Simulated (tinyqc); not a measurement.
Frequency dispersion of an accumulation capacitance by border traps, distributed model: two steps of the calculation.

Traps spread evenly through the insulator exchange electrons with the semiconductor by tunnelling, with tau(x) = t0 exp(2 ka x) at depth x from the interface. The admittance per area Y seen at depth x obeys dY/dx = -Y^2/(i w eps0 eox) + q Nb ln(1 + i w tau)/tau, with Y(0) = i w Cs and w = 2 pi f; the gate sees Y(tox) = G + i w C. Working variable y = Y/(i w), in uF/cm^2. Cox = eps0 eox/tox.

Values chosen for this exercise; permittivity close to that of hafnium oxide:
```
symbol   value         unit                                               meaning
eox       18.8                             relative permittivity of the insulator
tox        4.4           nm                                   insulator thickness
Cs         4.5      uF/cm^2             semiconductor capacitance in accumulation
Nb      3.1e19  cm^-3 eV^-1                               density of border traps
ka         4.4         1/nm  decay constant of the wave function in the insulator
t0       6e-10            s              time constant of a trap at the interface
f          1e6           Hz                                             frequency
xe         1.2           nm               depth down to which the steps are taken
```

Constants: q = 1.602176634e-19 C, eps0 = 8.8541878128e-14 F/cm where lengths are in cm. Results are converted to the units shown.

Problem 1. Scales and lumped estimate. Cox; trap-free value 1/(1/Cox + 1/Cs); response depth d = ln(1/(w t0))/(2 ka), where w tau = 1; lumped estimate: all traps within d act as C_bt = q Nb d placed at d/2, so C = 1/{1/[1/(1/Cs + d/(2 eps0 eox)) + C_bt] + (tox - d/2)/(eps0 eox)}.

Wanted: Cox; trap-free C; d; C_bt; lumped C.

Solution 1.

Cox = 3.7832 uF/cm^2
trap-free C = 2.0553 uF/cm^2
d = 0.63417 nm
C_bt = 0.31498 uF/cm^2
lumped C = 2.1299 uF/cm^2

The traps within reach amount to 0.0700 Cs and lie in the first 14.4 % of the insulator.

Problem 2. Capacitance and conductance at the gate. Beyond xe the traps are ignored, so 1/y(tox) = 1/y(xe) + (tox - xe)/(eps0 eox); C = Re y, G/w = -Im y, loss tangent G/(w C).

y at xe = 3.6536710-0.0697016i uF/cm^2

Find: y at the gate; C; G/w; loss tangent.

Solution 2.

y at the gate = 2.146-0.024i uF/cm^2
C = 2.146 uF/cm^2
G/w = 0.02405 uF/cm^2
loss tangent = 0.01120

Program tinyqc, `OMP_NUM_THREADS=1 python tinyqc.py 2202059 2202060 out.jsonl`; Intel Xeon 2.30GHz, shared host, one thread, about 0.3 s.
